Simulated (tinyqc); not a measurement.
One point for the whole zone: special k points of the square lattice.

Lattice vectors in units of a: a1 = (1, 0), a2 = (0, 1); reciprocal vectors b_i with a_i . b_j = 2 pi delta_ij. Mesh: k = sum_i f_i b_i with f_i = (2 j_i + shift)/(2 N), j_i = 0 .. N-1. The point group of the lattice has 8 operations; only those that map the mesh onto itself are used.

A_m(k) = sum over the m-th star of lattice vectors R of cos(k . R), stars in order of length: m = 1: |R|^2 = 1, 4 vectors, such as (1, 0) in the basis a_i; m = 2: |R|^2 = 2, 4 vectors, such as (1, 1) in the basis a_i; m = 3: |R|^2 = 4, 4 vectors, such as (2, 0) in the basis a_i; m = 4: |R|^2 = 5, 8 vectors, such as (2, 1) in the basis a_i; m = 5: |R|^2 = 8, 4 vectors, such as (2, 2) in the basis a_i; m = 6: |R|^2 = 9, 4 vectors, such as (3, 0) in the basis a_i. The zone mean of every A_m is zero.

Test function, the lower band of a two-band insulator: E(k) = -sqrt(D^2 + (e0 - t A_1(k))^2).
Inputs chosen for the exercise: D = 1.96 eV (half gap term); t = 1.02 eV (coupling); e0 = 1.55 eV (offset).

The mean-value (Baldereschi) point is taken at k = (2 pi/a) (0.25, 0.25), that is f = (0.25, 0.25); the reference is the mesh with N = 96.

Single points:

| point | A_1 | A_2 | A_3 | A_4 | E (eV) |
|---|---|---|---|---|---|
| Gamma | 4.000 | 4.000 | 4.000 | 8.000 | -3.2004 |
| mean-value point | 0.000 | 0.000 | -4.000 | 0.000 | -2.4988 |
| zone-face centre b1/2 | 0.000 | -4.000 | 4.000 | 0.000 | -2.4988 |

reference mean = -3.0430 eV

How do the results move, and what explains it?

The mean-value point makes A_1, A_2 and A_4 vanish. Its error is +544 meV, against -157 meV at Gamma and +544 meV at b1/2. E is not linear in A_1; its powers hold sums of nearest vectors and a non-zero mean, so this point is not exact. A_1 has the same value at b1/2, and E depends on A_1 alone, so this test cannot tell the two points apart. Gamma comes closer here only by chance, since none of its A_m vanish.

tinyqc: `OMP_NUM_THREADS=1 python tinyqc.py 1651168 1651169 out.jsonl`; about 0.07 s, one thread, shared Intel(R) Xeon(R) Processor @ 2.30GHz.
